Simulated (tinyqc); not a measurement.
Inside a calculation. Model: minority-electron transport through the base of a bipolar transistor (Moll-Ross and Kroemer integrals). Computed by tinyqc, a small Python program that keeps every step. Command: `OMP_NUM_THREADS=1 python tinyqc.py 3022908 3022909 out.jsonl base walk`. One thread of a shared host (Intel(R) Xeon(R) Processor @ 2.30GHz), about 0.01 s of CPU time with the checks. Intermediate numbers are printed to about 5 digits and carried at full precision; extremes and crossings named in words are read from the listed rows.

Low injection, one dimension, x from the emitter edge (0) to the collector edge (W), s = x/W. Recombination is treated as a small correction (valid for tau_B well below tau_n), computed from the stored charge.

Inputs (values chosen for the exercise, modelled on SiGe):
```
quantity                                     value        unit
intrinsic density n_i at the emitter edge  8.3e+10      1/cm^3
base doping at the emitter edge N_0        6.5e+18      1/cm^3
base width W                                    12          nm
mu_min                                         110  cm^2/(V s)
mu_max                                        1140  cm^2/(V s)
N_ref                                      2.7e+17      1/cm^3
saturation velocity v_s                        0.8    1e7 cm/s
electron lifetime tau_n                        3.3          ns
emitter Gummel number G_E                    5e+13      s/cm^4
base-emitter voltage V_BE                     0.65           V
temperature T                                  300           K
```

Base doping profile: uniform. Gap grading: none. Exit of the base: saturation velocity.

Constants: k_B = 8.617333262e-05 eV/K; e = 1.602176634e-19 C.

## Profile and built-in field

N(x) = N_0; n_i(x) = n_i; D(x) = (k_B T/e) mu, mu = mu_min + (mu_max - mu_min)/(1 + (N/N_ref)^0.7). Field that drives electrons towards the collector, averaged over the base: (k_B T/e) ln[N_0 n_i(W)^2/(N(W) n_i^2)]/W.

Across the base:
```
s    N (1/cm^3)  n_i(x)^2/n_i^2  D (cm^2/s)  y (s/cm^5)
0.0    6.50e+18               1      5.4364  1.1956e+18
0.2    6.50e+18               1      5.4364  1.1956e+18
0.4    6.50e+18               1      5.4364  1.1956e+18
0.6    6.50e+18               1      5.4364  1.1956e+18
0.8    6.50e+18               1      5.4364  1.1956e+18
1.0    6.50e+18               1      5.4364  1.1956e+18
```

drift factor eta (potential drop in k_B T/e) = 0

mean built-in field = 0 kV/cm

## Collector current and transit time

With y(x) = N n_i^2/(D n_i(x)^2): base Gummel number G_B = int_0^W y dx + N(W) n_i^2/(v_s n_i(W)^2); J_C = e n_i^2 exp(e V_BE/k_B T)/G_B; n(x) = (J_C/e)(n_i(x)^2/(N n_i^2)) [int_x^W y dx + the same exit term]; transit time tau_B = (e/J_C) int n dx; trapezoid rule on 401 even points.

base Gummel number G_B = 2.2473e+12 s/cm^4

collector current density J_C = 40.807 A/cm^2

base transit time tau_B = 0.28244 ps

share of the exit term in G_B = 36.155 %

mean velocity W/tau_B = 0.42487 1e7 cm/s

Plain diffusion with the D of the emitter edge would take W^2/(2D) = 0.132 ps, 0.469 times the result. Caution: the base is only a few mean free paths wide, so transport is partly ballistic.

## Gain and speed

Emitter-limited gain beta_E = G_E/G_B; recombination-limited gain beta_R = tau_n/tau_B; 1/beta = 1/beta_E + 1/beta_R; f_T from the base alone = 1/(2 pi tau_B).

beta_E = 22.249

beta_R = 11684

current gain beta = 22.207

f_T from the base alone = 563.50 GHz

The gain is limited mainly by hole injection into the emitter (100 % of the base current).

## What grading buys

N(x) = N_0; n_i(x)^2 = n_i^2 exp(s dE_g/k_B T); D(x) = (k_B T/e) mu, mu = mu_min + (mu_max - mu_min)/(1 + (N/N_ref)^0.7).

The same base with other gradings:
```
dE_g (meV)  dE_g/k_B T  G_B (s/cm^4)  J_C gain  tau_B (ps)  speed gain
0                0.000    2.2473e+12     1.000     0.28244      1.0000
25               0.967    1.2285e+12     1.829     0.19449      1.4522
50               1.934    7.5205e+11     2.988     0.14272      1.9789
75               2.901    5.1203e+11     4.389     0.11042      2.5578
100              3.868    3.8014e+11     5.912     0.08911      3.1695
150              5.802    2.4899e+11     9.026     0.06358      4.4421
200              7.736    1.8574e+11    12.099     0.04920      5.7411
300             11.605    1.2365e+11    18.174     0.03379      8.3595
```

At 100 meV J_C rises by a factor 5.91 and the transit is 3.17 times faster; at 300 meV the factors are 18.17 and 8.36. For a uniform base without exit term both tend to be linear in dE_g/k_B T, J_C as x/(1 - exp(-x)) and the speed as x/2. From 50 meV on the mean velocity W/tau_B exceeds v_s, so those speed gains are overstated.

Checks made by the program: transit time against W^2/(D eta) [1 - (1 - exp(-eta))/eta] plus the exit term (relative difference below 1e-10).
